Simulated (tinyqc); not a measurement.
Precursor delivery by bubblers, mass-transport growth and the solid composition of a III-V alloy: one step, computed by the program tinyqc.

1 sccm = 44.615 micromol/min; 1 torr = 133.322 Pa. The sources decompose fully at the surface.

Task: Mass transport. Mean velocity u = (F_t/A)(760/p)(T/273); D = D0 (T/273)^1.75 (760/p); boundary layer delta = sqrt(pi D z/u); flux = D dp/(delta k_B T); growth rate = flux x a^3/4.

Inputs (values chosen for the exercise, modelled on trimethylgallium (source 1) and trimethylindium (source 2) for the vapour pressures):

| quantity | value | unit |
|---|---|---|
| total flow F_t | 28 | slm |
| reactor pressure p | 76 | torr |
| growth temperature T | 1030 | K |
| diffusivity at 273 K and 760 torr | 0.44 | cm^2/s |
| flow cross-section A | 51 | cm^2 |
| distance from the leading edge z | 5 | cm |
| lattice constant a | 5.77 | angstrom |

Constants: k_B = 1.380649e-23 J/K.

Give: velocity u; D; boundary layer delta; growth rate per torr of group III.

Result:

velocity u = 345.23 cm/s

D = 44.940 cm^2/s

boundary layer delta = 1.4300 cm

growth rate per torr of group III = 509.41 micrometre/(h torr)
